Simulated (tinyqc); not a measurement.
Hexagonal on-chip spiral inductor, lumped pi model: one step of the calculation.

Outer diameter do = di + 2 n wd + 2 (n - 1) sp, mean da = (do + di)/2, fill p = (do - di)/(do + di), length l = 3.464 n da. L = 2.33 mu0 n^2 da/(1 + 3.82 p), mu0 = 4 pi 1e-7 H/m. Rs = rho l/(wd delta (1 - exp(-th/delta))), delta = sqrt(rho/(pi f mu0)). Cs = n wd^2 eps0 eo/hu across the coil. At each end Cox = l wd eps0 eo/(2 ho) leads to the substrate branch Rsi = 2 rs he/(l wd) in parallel with Csi = l wd eps0 11.7/(2 he). With one end grounded Y = 1/(Rs + i w L) + i w Cs + 1/[1/(i w Cox) + 1/(1/Rsi + i w Csi)], w = 2 pi f; Q = -Im Y/Re Y. Eddy currents in neighbouring turns and in the substrate are left out.

Problem. Admittance, quality factor and apparent inductance. Series branch 1/(Rs + i w L), substrate branch, total Y, Q = -Im Y/Re Y, apparent inductance Im(1/Y)/w, metal-only value w L/Rs, share of the loss in the substrate Re(substrate branch)/Re Y.

Values chosen for this exercise:
- f = 5.7 GHz (frequency)

L = 11.947802 nH
Rs = 26.342116 ohm
Cs = 2.5169505 fF
Cox = 67.805358 fF
Rsi = 1946.8652 ohm
Csi = 10.642134 fF

Give: series branch; substrate branch; Y; Q; apparent inductance; w L/Rs; share of the loss in the substrate.

Solution.

series branch = 0.143-2.328i mS
substrate branch = 0.3713+0.3973i mS
Y = 0.515-1.841i mS
Q = 3.577
apparent inductance = 14.07 nH
w L/Rs = 16.24
share of the loss in the substrate = 72.15 %

Q is 22.0 % of the metal-only value.

tinyqc, about 0.01 s, one thread, Intel Xeon 2.30GHz (shared host): `OMP_NUM_THREADS=1 python tinyqc.py 2302137 2302138 out.jsonl`
